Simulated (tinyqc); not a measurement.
Hall effect and magnetoresistance of several carrier groups with constant relaxation times: one step, computed by the program tinyqc.

Group 1 has charge +e and group 2 charge +e; s_i is that sign. B lies along z; mu B is formed with mu in m^2/(V s).

Problem. Conductivity of each group. sigma_xx = sum n_i e mu_i/(1 + mu_i^2 B^2); sigma_xy = sum s_i n_i e mu_i^2 B/(1 + mu_i^2 B^2).

Inputs (values chosen for the exercise, for a model conductor):

| quantity | value | unit |
|---|---|---|
| density n1 | 1.5e+11 | 1/cm^2 |
| mobility mu1 | 120000 | cm^2/(V s) |
| density n2 | 3.4e+11 | 1/cm^2 |
| mobility mu2 | 6400 | cm^2/(V s) |
| magnetic field B | 0.39 | T |

Carriers: light and heavy holes. Densities: per area (a thin layer).

Constants: e = 1.602176634e-19 C.

Give: Parts (S); sigma_xx; sigma_xy; sigma at B = 0.

Solution.

Parts (S):

| group | mu B | sigma_xx | sigma_xy |
|---|---|---|---|
| group 1 | 4.68 | 1.2592e-04 | 5.8932e-04 |
| group 2 | 0.2496 | 3.2819e-04 | 8.1916e-05 |

sigma_xx = 4.5411e-04 S

sigma_xy = 6.7123e-04 S

sigma at B = 0 = 0.0032326 S
